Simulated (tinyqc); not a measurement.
Precursor delivery and alloy composition in metal-organic vapour-phase epitaxy: one step, computed by the program tinyqc. Command: `OMP_NUM_THREADS=1 python tinyqc.py 3009711 3009712 out.jsonl movpe walk`. One thread of a shared host (Intel(R) Xeon(R) Processor @ 2.30GHz), about 0.01 s of CPU time with the checks.

Carrier gas leaves each bubbler saturated. Group-III species cross a boundary layer and react at the surface; element 2 can also desorb. The film is (1)_(1-x) (2)_x V with a zinc-blende cell.

Task: Molar flows. Temperatures in kelvin are T(C) + 273.15. Vapour pressure p_v = 10^(a - b/T); precursor flow = carrier flow x p_v/(p_b - p_v); 1 sccm = 44.615 micromol/min; V/III = hydride flow over the sum of both; gas share x_g = F2/(F1 + F2).

Inputs (values chosen for the exercise, close to those used for AlGaAs from TMAl and TEGa):
```
quantity                                value  unit
source 1: a in log10(p/torr) = a - b/T   8.22     -
source 1: b                              2134     K
source 1: bath temperature                 24     C
source 1: carrier flow                     26  sccm
source 2: a                              8.08     -
source 2: b                              2162     K
source 2: bath temperature                 23     C
source 2: carrier flow                      4  sccm
bubbler pressure p_b                      400  torr
group-V hydride flow                      150  sccm
```

Give: vapour pressures; molar flows; V/III ratio; gas share x_g.

Result:

vapour pressures (torr): source 1 10.93, source 2 6.021

molar flows (micromol/min): F1 32.57, F2 2.727

V/III ratio = 189.6

gas share x_g = 0.07726

The slope of F2 with the temperature of bath 2 is b ln(10)/T^2 x p_b/(p_b - p_v) = 5.8 % per kelvin. Caution: trimethylaluminium is largely a dimer in the vapour, which would double its metal flow; it is counted as a monomer here.
